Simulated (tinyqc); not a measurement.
## Circular transfer-length structure: resistance against gap

A disc contact of radius r0 and a very wide ring contact from r1 = r0 + sp outwards lie on a thin layer; the metal has no resistance and the sheet resistance under the contacts equals Rsh.

Transfer length Lt = sqrt(rc/Rsh). R = (Rsh/2 pi) [(Lt/r0) I0(r0/Lt)/I1(r0/Lt) + ln(r1/r0) + (Lt/r1) K0(r1/Lt)/K1(r1/Lt)] with modified Bessel functions; for r0 >> Lt both ratios tend to 1. The last column is Rsh (sp + 2 Lt)/(2 pi r0).

Parameters, values chosen for the exercise:
- Rsh = 75 ohm/sq (sheet resistance of the semiconductor layer)
- rc = 3.6e-9 ohm cm^2 (specific contact resistivity)
- r0 = 0.26 um (radius of the inner contact)

Results:
```
sp (um)  R (ohm)  large-radius form (ohm)  linear form (ohm)
0.011      6.944                    6.727              6.866
0.029      7.559                    7.305              7.693
0.048      8.175                    7.888              8.565
0.08       9.146                    8.815              10.03
0.13       10.52                    10.14              12.33
0.22       12.66                    12.22              16.46
0.35       15.19                    14.72              22.43
```

Estimate the missing row, sp = 0.018 um.

Computed row:
```
sp (um)  R (ohm)  large-radius form (ohm)  linear form (ohm)
0.018      7.187                    6.955              7.188
```

With this row back in the table: R rises from 6.94 to 15.2 ohm. The linear form is 1.1 % below it in the first row and 48 % above it in the last, where ln(1 + sp/r0) has bent well below sp/r0. A straight line through the end rows, read with the linear form, gives Rsh = 39.7 ohm/sq and Lt = 0.137 um, against 75 and 0.0693.

tinyqc, about 0.01 s, one thread, Intel Xeon 2.30GHz (shared host): `OMP_NUM_THREADS=1 python tinyqc.py 2760120 2760121 out.jsonl`
